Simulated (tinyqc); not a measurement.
Global model of a low-pressure process discharge: electron temperature, density, ion flux and ion energy: one step, computed by the program tinyqc.

Maxwellian electrons with temperature T_e in eV, one positive ion, no negative ions, uniform bulk density n; rate constants have the Arrhenius form.

Question. Biased electrode. All bias power goes to ions: V_b = P_b/(J pi r^2). Debye length at the sheath edge lambda_D = sqrt(eps_0 T_e/(e h_L n)); Child-law sheath s = (sqrt2/3) lambda_D (2 V/T_e)^(3/4), V = V_b + V_s; ion transit time tau_i = 3 s sqrt(M/(2 e V)); collisions in the sheath s/lambda_i.

Inputs (values chosen for the exercise, of the order of those of an inductive discharge in a simple atomic gas):
```
quantity                        value  unit
ion mass M                         28     u
gas temperature T_g               600     K
bias power P_b                    210     W
radius of the biased electrode    7.5    cm
bias frequency                  13.56   MHz
```

ion current density J = 13.17289 mA/cm^2

T_e = 2.938150 eV

h_L = 0.2815460

plasma density n = 9.177675e+11 1/cm^3

wall potential V_s = 13.22536 V

ion mean free path = 0.9478140 cm

Constants: eps_0 = 8.8541878128e-12 F/m; e = 1.602176634e-19 C; u = 1.6605390666e-27 kg.

Give: bias voltage V_b; lambda_D; sheath width s; ion transit time; transit time over bias period; s/lambda_i.

Answer.

bias voltage V_b = 90.21 V

lambda_D = 25.07 micrometre

sheath width s = 0.2872 mm

ion transit time = 32.27 ns

transit time over bias period = 0.4376

s/lambda_i = 0.03030

The sheath is nearly free of collisions.
